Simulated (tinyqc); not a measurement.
# Off-state leakage of single and stacked transistors: subthreshold current against the height of the stack

n-channel devices of unit width. Subthreshold current I(Vg, Vs, Vd) = I0 (T/300 K)^0.5 exp[(Vg - Vs - VT(T) - gb (Vs - Vb) + dd (Vd - Vs))/(nf Vt)] (1 - exp(-(Vd - Vs)/Vt)), VT(T) = VT - cT (T - 300 K). Gate-edge tunnelling Ig (Vd/1 V) exp(ag (Vd - 1 V)), for a gate at 0 V, and band-to-band leakage Ab u exp(-Bb/u), u = Vd - Vb + 1 V, flow at a drain held at V; both are taken as independent of T. In a stack of off transistors (all gates at 0 V) the same subthreshold current passes through each.

All n gates at 0 V, bottom source at 0 V, top drain at V; node voltages follow from equal currents.

Parameters, values chosen for the exercise; values of the order met in bulk silicon logic transistors: temperature T = 378 K; supply voltage V = 0.9 V; threshold at 300 K, zero drain and body bias VT = 0.37 V; fall of the threshold with temperature cT = 0.9 mV/K; current at threshold at 300 K I0 = 0.35 uA/um; slope factor nf = 1.34; drain-induced lowering per volt dd = 0.12; rise of the threshold per volt of source-body bias gb = 0.19; body voltage Vb = 0 V.

Constants: q = 1.602176634e-19 C, kB = 1.380649e-23 J/K, Vt = kB T/q. Results are converted to the units shown.

Result of one run:

| n | I (nA/um) | reduction factor | drain voltage of the bottom device (mV) | source voltage of the top device (mV) | voltage across the top device (V) |
|---|---|---|---|---|---|
| 2 | 0.4612 | 10.52 | 78.41 | 78.41 | 0.8216 |

What becomes of these results when the number of transistors in series n is changed from 2 to 1, all else the same?

Result of the changed run:

| n | I (nA/um) | reduction factor | drain voltage of the bottom device (mV) | source voltage of the top device (mV) | voltage across the top device (V) |
|---|---|---|---|---|---|
| 1 | 4.852 | 1.000 | 900.0 | 0 | 0.9000 |

The whole series:

| n | I (nA/um) | reduction factor | drain voltage of the bottom device (mV) | source voltage of the top device (mV) | voltage across the top device (V) |
|---|---|---|---|---|---|
| 1 | 4.852 | 1.000 | 900.0 | 0 | 0.9000 |
| 2 | 0.4612 | 10.52 | 78.41 | 78.41 | 0.8216 |
| 3 | 0.2325 | 20.86 | 24.71 | 101.2 | 0.7988 |
| 4 | 0.1550 | 31.30 | 14.75 | 114.7 | 0.7853 |
| 5 | 0.1161 | 41.78 | 10.52 | 124.4 | 0.7756 |
| 6 | 0.09281 | 52.27 | 8.181 | 131.8 | 0.7682 |

The second transistor cuts the current by a factor of 10.5, the third by a further 1.98 and the sixth by 1.25. The top device keeps 85.4 % of the supply at n = 6, while the drain voltage of the bottom one falls to 0.251 Vt.

tinyqc, about 0.03 s, one thread, Intel Xeon 2.30GHz (shared host): `OMP_NUM_THREADS=1 python tinyqc.py 2242041 2242042 out.jsonl`
